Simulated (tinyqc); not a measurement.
Electroplating on a thin resistive seed layer: kinetics, Wagner number and the terminal effect across a wafer: one step, computed by the program tinyqc.

Current enters the seed at the rim. The bath is treated as a local resistance per area (no lateral flow in the liquid), two electrons per ion, molar volume 7.11 cm^3/mol, Faraday constant F = e N_A, kinematic viscosity 0.01 cm^2/s, omega = 2 pi x rpm/60; k_B T/e is in volts.

Problem. Rate, limit and resistances. Growth rate = i V_m/(2 F). Levich limit i_L = 0.62 x 2 F D^(2/3) omega^(1/2) nu^(-1/6) c. Tafel overpotential eta = (k_B T/(alpha e)) ln(i/i_0); kinetic resistance k_B T/(alpha e i); bath resistance h/kappa + plate; R_s = resistivity/t; Wagner number = kinetic resistance x kappa/R.

Inputs (values chosen for the exercise, of the order of those for copper plating on a thin cobalt or ruthenium seed):
```
quantity                               value         unit
wafer radius R                            15           cm
seed thickness t                         170           nm
seed resistivity                          14  microohm cm
bath conductivity kappa                 0.48         S/cm
gap to the anode h                       8.9           cm
extra resistance of a porous plate         0     ohm cm^2
exchange current density i_0            0.69      mA/cm^2
cathodic transfer coefficient alpha     0.72            -
mean current density                     5.1      mA/cm^2
diffusivity of the metal ion         4.5e-06       cm^2/s
metal ion concentration                 0.23        mol/L
rotation rate                             60          rpm
temperature T                            298            K
```

Constants: e = 1.602176634e-19 C; N_A = 6.02214076e+23 1/mol; k_B = 8.617333262e-05 eV/K.

Give: growth rate; limiting current i_L; overpotential; kinetic resistance; bath resistance R_b; sheet resistance R_s; Wagner number.

Solution.

growth rate = 112.75 nm/min

limiting current i_L = 40.505 mA/cm^2

overpotential = 71.343 mV

kinetic resistance = 6.9934 ohm cm^2

bath resistance R_b = 18.542 ohm cm^2

sheet resistance R_s = 0.82353 ohm/square

Wagner number = 0.22379
